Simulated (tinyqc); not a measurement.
Strain-driven roughening and islands of a mismatched epitaxial film: one step, computed by the program tinyqc.

Film and substrate share isotropic elastic constants; the film is coherent and biaxially strained.

Task: Asaro-Tiller-Grinfeld instability. A ripple A cos(k x) has the surface chemical potential per volume [gamma k^2 - 2 (1 + nu) w k] A cos(k x), so k_c = 2 (1 + nu) w/gamma. With surface diffusion the amplitude grows at the rate q = B k^2 [2 (1 + nu) w k - gamma k^2], fastest at k_m = (3/4) k_c. B is the surface mobility.

Inputs (values chosen for the exercise, modelled on Ge on Si): Poisson ratio nu = 0.24; surface energy gamma = 0.992 J/m^2; surface mobility D_s nu_s Omega^2/(k_B T) = 7.3e-35 m^6/(J s).

Transport: surface diffusion.

energy density w = 311.9866 MJ/m^3

Give: k_c; critical wavelength; fastest wavelength; growth time 1/q at k_m.

Result:

k_c = 0.7800 1/nm

critical wavelength = 8.056 nm

fastest wavelength = 10.74 nm

growth time 1/q at k_m = 0.3538 s
